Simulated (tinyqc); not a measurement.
# Diffused layer (complementary error function), carriers, mobility and sheet resistance with incomplete ionisation, step by step

Numbers from tinyqc (`OMP_NUM_THREADS=1 python tinyqc.py 2110133 2110134 out.jsonl`; about 0.02 s on one thread of a shared Intel Xeon 2.30GHz). Printed values are rounded.

An n-type layer from the surface x = 0 to the junction xj, N(x) = N0 erfc(x/Ld). Local neutrality (no depletion at surface or junction, no spilling of carriers), intrinsic carriers neglected, Boltzmann statistics.

Parameters, values chosen for the exercise; values close to those of nitrogen in 4H silicon carbide over a p-type background:

| symbol | value | unit | meaning |
|---|---|---|---|
| T | 400 | K | temperature |
| Nb | 1.1e14 | cm^-3 | background doping of the opposite type |
| N0 | 3.4e17 | cm^-3 | peak chemical concentration |
| m1 | 39.8 | cm^2/(V s) | mobility limit at high doping |
| m2 | 988 | cm^2/(V s) | mobility limit at low doping, at 300 K |
| Nr | 1.92e17 | cm^-3 | reference doping of the mobility law |
| am | 0.593 |  | exponent of the mobility law |
| bt | 2.2 |  | temperature exponent of m2 |
| Ns | 5.09e19 | cm^-3 | solubility limit of active dopant |
| NB | 2.57e19 | cm^-3 | conduction-band density of states at T |
| Ei | 0.0602 | eV | ionisation energy in the dilute limit |
| gd | 2 |  | degeneracy factor of the level |
| ks | 1.4e-8 | eV cm | lowering of Ei per N^(1/3) |
| Ld | 150 | nm | diffusion length 2 sqrt(D t) |

Constants: q = 1.602176634e-19 C, kB = 1.380649e-23 J/K, Vt = kB T/q. Results are converted to the units shown.

## Junction depth and local values

erfc(xj/Ld) = Nb/N0; 10 equal steps from 0 to xj. Active dopant A = min(N, Ns); n solves n (n + Nb)/(A - Nb - n) = K, K = (NB/gd) exp(-E/Vt), E = max(Ei - ks A^(1/3), 0), so n = 2 K (A - Nb)/[Nb + K + sqrt((Nb + K)^2 + 4 K (A - Nb))]; mobility mu = m1 + (m2 (T/300 K)^(-bt) - m1)/(1 + ((A + Nb)/Nr)^am).

xj = 381.381 nm

| point | x (nm) | N (cm^-3) | A (cm^-3) | n (1e17 cm^-3) | mu (cm^2/(V s)) |
|---|---|---|---|---|---|
| 0 | 0.000 | 3.4e17 | 3.4e17 | 3.07996 | 241.527 |
| 1 | 38.138 | 2.44518e17 | 2.44518e17 | 2.26621 | 264.855 |
| 2 | 76.276 | 1.60499e17 | 1.60499e17 | 1.52103 | 295.059 |
| 3 | 114.414 | 9.54441e16 | 9.54441e16 | 0.92181 | 331.695 |
| 4 | 152.552 | 5.11208e16 | 5.11208e16 | 0.50047 | 372.630 |
| 5 | 190.690 | 2.45485e16 | 2.45485e16 | 0.24205 | 413.904 |
| 6 | 228.828 | 1.05309e16 | 1.05309e16 | 0.10376 | 450.752 |
| 7 | 266.967 | 4.02437e15 | 4.02437e15 | 0.03908 | 479.521 |
| 8 | 305.105 | 1.36695e15 | 1.36695e15 | 0.01256 | 499.062 |
| 9 | 343.243 | 4.11961e14 | 4.11961e14 | 0.00302 | 510.508 |
| 10 | 381.381 | 1.1e14 | 1.1e14 | 0.00000 | 516.088 |

At the point of highest doping 90.6 % of the net active dopant gives free carriers. The mobility runs from 242 to 516 cm^2/(V s).

## Sheet quantities by the trapezoid rule

Dose = integral of N, carrier sheet density = integral of n, 1/Rs = q integral of n mu, mean mobility 1/(q Rs sheet density), Hall mobility (unit Hall factor) = integral of n mu^2 over integral of n mu, Hall sheet density = (integral of n mu)^2/integral of n mu^2; all from 0 to xj.

dose = 2.9081e12 cm^-2
carrier sheet density = 2.7269e12 cm^-2
Rs = 7842.7 ohm/square
mean mobility = 291.85 cm^2/(V s)
Hall mobility = 300.75 cm^2/(V s)
Hall sheet density = 2.6461e12 cm^-2

Carriers make up 93.8 % of the dose. A Hall measurement weights the mobile tail, so its sheet density is 3.0 % below the true one. With 4000 steps Rs = 7885 ohm/square; the coarse value is 0.54 % below it.
